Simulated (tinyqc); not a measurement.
# Phase-change memory cell, resistance drift and retention: effect of the activation energy of crystallisation

The amorphous state follows Ra = R0 (t/t0)^nu exp[(q Ec/kB)(1/T - 1/(300 K))], with nu taken as independent of T. An intermediate level follows the logarithmic mixing rule ln R = (1 - fa) ln Rc + fa ln Ra with constant Rc. The time to lose the data by crystallisation is tr = tx exp[(q Ex/kB)(1/T - 1/Tx)]; 1 year = 3.15576e7 s. These are empirical laws.

T10 is the temperature at which tr is ten years.

Parameters, values chosen for the exercise; values of the order found in chalcogenide phase-change cells:
```
symbol  value  unit                                            meaning
R0        2.2  Mohm  resistance of the amorphous state at t0 and 300 K
t0        0.1     s                                     reference time
nu      0.098                                           drift exponent
Ec       0.28    eV                    activation energy of conduction
Tx        473     K                              temperature of a bake
tx       8600     s                   time to crystallise in that bake
T         300     K                              operating temperature
t        3600     s                                   time of the read
Rc         31  kohm                resistance of the crystalline state
```

Constants: q = 1.602176634e-19 C, kB = 1.380649e-23 J/K. Results are converted to the units shown.

The same in every row: Ra (Mohm) = 6.151; Ra/Rc = 198.4.

Results:

| Ex (eV) | tr (years) | T10 (K) |
|---|---|---|
| 1.6 | 1.846e6 | 373.1 |
| 2.2 | 8.973e9 | 395.9 |
| 2.5 | 6.255e11 | 403.8 |
| 2.8 | 4.361e13 | 410.2 |
| 3.1 | 3.040e15 | 415.6 |
| 3.4 | 2.119e17 | 420.1 |

Estimate the missing row, Ex = 1.9 eV.

Computed row:

| Ex (eV) | tr (years) | T10 (K) |
|---|---|---|
| 1.9 | 1.287e8 | 386.0 |

With this row back in the table: As Ex goes from 1.6 to 3.4 eV, Ra stays at 6.15 Mohm, tr rises from 1.85e6 to 2.12e17 years and T10 rises from 373 to 420 K. With the bake point fixed, a larger Ex extrapolates more steeply to lower temperatures. In every row tr is an extrapolation over many decades from the bake and only says that crystallisation is no limit.

Numbers from tinyqc (`OMP_NUM_THREADS=1 python tinyqc.py 2880143 2880144 out.jsonl`; about 0.01 s on one thread of a shared Intel Xeon 2.30GHz).
